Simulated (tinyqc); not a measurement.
Deep trap from a strong local potential in a two-band host (Koster-Slater model with semi-elliptic bands): one step, computed by the program tinyqc.

The valence band spans -2 W_v to 0 and the conduction band E_g to E_g + 2 W_c. The orbital at the impurity site has weight f_v in the valence band and 1 - f_v in the conduction band, each spread as a semi-ellipse (2/(pi W^2)) sqrt(W^2 - x^2) about the band centre. The impurity adds U to this orbital. Spin is left out.

Question. The same problem as a small matrix. Each band is replaced by n levels e_k = centre + W cos(k pi/(n + 1)) with weights w_k = f (2/(n + 1)) sin^2(k pi/(n + 1)), k = 1..n (valence first); H_kl = e_k delta_kl + U sqrt(w_k w_l).

Inputs (values chosen for the exercise, with a gap close to that of GaN):
```
quantity                                value  unit
gap E_g                                  3.43    eV
half-width of the valence band W_v        2.4    eV
half-width of the conduction band W_c     4.1    eV
valence weight f_v of the site orbital   0.39     -
impurity potential U                     6.27    eV
levels per band n                           2     -
```

Impurity: repulsive, acceptor-like.

Give: host levels e_k; weights w_k; H.

Answer.

host levels e_k (eV): -1.20  -3.60  9.58  5.48

weights w_k: 0.195  0.195  0.305  0.305

H (eV), lower triangle (symmetric):
```
      1      2      3     4
1  0.02
2  1.22  -2.38
3  1.53   1.53  11.49
4  1.53   1.53   1.91  7.39
```
